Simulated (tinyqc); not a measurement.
Worked calculation: empirical pseudopotential in a few plane waves. One step of it, computed by the program tinyqc.

Problem. Bloch Hamiltonian at k. Basis: the 15 shortest G (labels in 2 pi/a), the same at every k. H(G,G') = c |k + G|^2 delta + VS(|G-G'|^2) cos((G-G').tau) + i VA sin((G-G').tau), tau = a/8 (1,1,1); 1 Ry = 13.605693 eV.

Parameters chosen for this model: fcc lattice, atoms at +/- a/8 (1,1,1); form factors in rydberg at |G|^2 in units of (2 pi/a)^2:
```
parameter                 value      unit
a                      5.790000  angstrom
VS(3)                 -0.221000        Ry
VS(8)                  0.054000        Ry
VS(11)                 0.038000        Ry
VA(3)                         0        Ry
VA(4)                         0        Ry
VA(11)                        0        Ry
hbar^2/2m (2 pi/a)^2   4.486685        eV
```

k point k (2 pi / a): 0.110000  -0.570000  -0.020000

Give: H(k) at k.

Solution.

H(k) at k (eV), lower triangle:
```
        +0+0+0  -1-1-1  -1-1+1  -1+1-1  -1+1+1  +1-1-1  +1-1+1  +1+1-1
+0+0+0   1.514
-1-1-1   2.126  19.281
-1-1+1  -2.126   0.000  18.922
-1+1-1  -2.126   0.000   0.735   9.051
-1+1+1  -2.126  -0.735   0.000   0.000   8.693
+1-1-1  -2.126   0.000   0.735   0.735   0.000  21.255
+1-1+1  -2.126  -0.735   0.000   0.000   0.735   0.000  20.896
+1+1-1  -2.126  -0.735   0.000   0.000   0.735   0.000   0.735  11.026
+1+1+1   2.126   0.000  -0.735  -0.735   0.000  -0.735   0.000   0.000
-2+0+0   0.000  -2.126  -2.126  -2.126   2.126   0.366  -0.366  -0.366
+0-2+0   0.000  -2.126  -2.126   0.366  -0.366  -2.126   2.126  -0.366
+0+0-2   0.000  -2.126   0.366  -2.126  -0.366  -2.126  -0.366   2.126
+0+0+2   0.000  -0.366   2.126  -0.366  -2.126  -0.366  -2.126   0.366
+0+2+0   0.000  -0.366  -0.366   2.126  -2.126  -0.366   0.366  -2.126
+2+0+0   0.000  -0.366  -0.366  -0.366   0.366   2.126  -2.126  -2.126

        +1+1+1  -2+0+0  +0-2+0  +0+0-2  +0+0+2  +0+2+0  +2+0+0
+1+1+1  10.667
-2+0+0  -0.366  17.486
+0-2+0  -0.366   0.735  29.690
+0+0-2  -0.366   0.735   0.735  19.819
+0+0+2  -2.126  -0.735  -0.735   0.000  19.102
+0+2+0  -2.126  -0.735   0.000  -0.735   0.735   9.231
+2+0+0  -2.126   0.000  -0.735  -0.735   0.735   0.735  21.435
```
